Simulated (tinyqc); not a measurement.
Temperature and isotope dependence of a band gap in oscillator models: sweeps and comparisons. A value that a table varies takes the place of the one given here.

E(T) = E0 - sum_i sl_i th_i n_i(T), n = 1/(exp(th/T) - 1). The same coupling lowers the gap at 0 K by the zero-point term ZP = sum_i sl_i th_i/2, so the gap of the static lattice is E0 + ZP. Thermal expansion is taken as part of the slopes.

Two-parameter forms are made to pass through the falls at the two temperatures T12: Varshni aV T^2/(T + bV), from the line T^2/fall = (T + bV)/aV; one oscillator s1 t1/(exp(t1/T) - 1), with t1 from the ratio of the falls.

Constants: kB = 8.617333262e-05 eV/K; hbar^2/2m0 = 3.80998211 eV angstrom^2.

Parameters, chosen for this exercise (near those of AlN; shifted at random, so the results belong to these values and not to a real crystal):

| symbol | value | unit | meaning |
|---|---|---|---|
| E0 | 6.078 | eV | gap at 0 K |
| th | (256, 969) | K | temperatures of two oscillators |
| sl | (0.2115, 0.6345) | meV/K | their high-temperature slopes |
| T12 | (440, 980) | K | temperatures of the fits |
| mm | 0.93 | m0 | geometric mean of the density-of-states masses |
| T | 50 | K | temperature |

## How far the fits carry

Falls of the gap from E0, and errors of the two fits against the model.

Results:

| T (K) | fall (meV) | Varshni - model (meV) | one oscillator - model (meV) | fall/ZP |
|---|---|---|---|---|
| 20 | 0.00 | 0.40 | 0.00 | 0.000 |
| 50 | 0.33 | 2.11 | -0.33 | 0.001 |
| 100 | 4.57 | 4.79 | -4.07 | 0.014 |
| 200 | 25.73 | 9.18 | -8.26 | 0.077 |
| 300 | 65.51 | 7.98 | -4.87 | 0.196 |
| 400 | 120.24 | 2.51 | -1.13 | 0.359 |
| 600 | 254.39 | -7.98 | 2.41 | 0.761 |
| 800 | 404.35 | -8.91 | 2.10 | 1.209 |

How do the results move?

Below the first fit point the largest errors are +9.18 meV (Varshni, 200 K, on a fall of 25.73 meV) and -8.26 meV (one oscillator, 200 K); a T^2 law cannot freeze out; a single oscillator misses the soft modes. No row lies well beyond the second fit point, so the table does not test extrapolation to high T. The thermal fall equals ZP between 600 and 800 K.

## What the shift does to the intrinsic density

ni = 2 (mm kT/(4 pi c))^(3/2) exp(-E/2kT), c = hbar^2/2m0, with E(T) and with E0; 1 angstrom^-3 = 1e24 cm^-3. Apparent gap from an Arrhenius plot of ni/T^(3/2): E(T) - T dE/dT, dE/dT = -sum sl_i (th_i/T)^2 n_i (1 + n_i).

Results:

| T (K) | E(T) (eV) | ni (cm^-3) | ni with E(T) / ni with E0 | apparent gap (eV) |
|---|---|---|---|---|
| 200 | 6.0523 | 6.81e-58 | 2.109 | 6.1131 |
| 250 | 6.0346 | 2.55e-42 | 2.736 | 6.1346 |
| 300 | 6.0125 | 7.07e-32 | 3.550 | 6.1574 |
| 350 | 5.9866 | 2.24e-24 | 4.550 | 6.1790 |
| 400 | 5.9578 | 1.02e-18 | 5.721 | 6.1986 |
| 500 | 5.8936 | 9.61e-11 | 8.498 | 6.2312 |
| 700 | 5.7499 | 0.161 | 15.177 | 6.2758 |

What can be read from the table?

Using E0 in place of E(T) understates ni by a factor that rises from 2.11 to 15.18, towards exp(sum sl/2kB) = 135.5. The slope of an Arrhenius plot returns neither E(T) nor E0 but the intercept of the tangent, 6.1574 eV at 300 K, which lies 79 meV above E0 and tends to the static gap 6.4125 eV.

## What each parameter does

Gap at T, slope -sum sl_i (th_i/T)^2 n_i (1 + n_i) and ZP. Each row changes one parameter from the base and keeps the others.

Results:

| case | E(T) (eV) | dE/dT (meV/K) | ZP (meV) |
|---|---|---|---|
| base | 6.0777 | -0.0335 | 334.49 |
| T = 90 K | 6.0746 | -0.1138 | 334.49 |
| E0 = 6.088 eV | 6.0877 | -0.0335 | 334.49 |
| th = (256, 1162) K | 6.0777 | -0.0335 | 395.72 |
| sl = (0.275, 0.6345) meV/K | 6.0776 | -0.0436 | 342.62 |

How do the results move?

The largest shifts from the base row, up to three for each result and ties (the steps differ in size, so this ranks the rows, not the parameters). E(T) (eV): E0 +0.0100, T -0.0030, sl -0.0001; unchanged at the printed digits by th. dE/dT (meV/K): T -0.0802, sl -0.0101; unchanged at the printed digits by E0 and th. ZP (meV): th +61.23, sl +8.13; unchanged at the printed digits by T and E0.

tinyqc: `OMP_NUM_THREADS=1 python tinyqc.py 1850894 1850895 out.jsonl`; about 0.01 s, one thread, shared Intel(R) Xeon(R) Processor @ 2.30GHz.
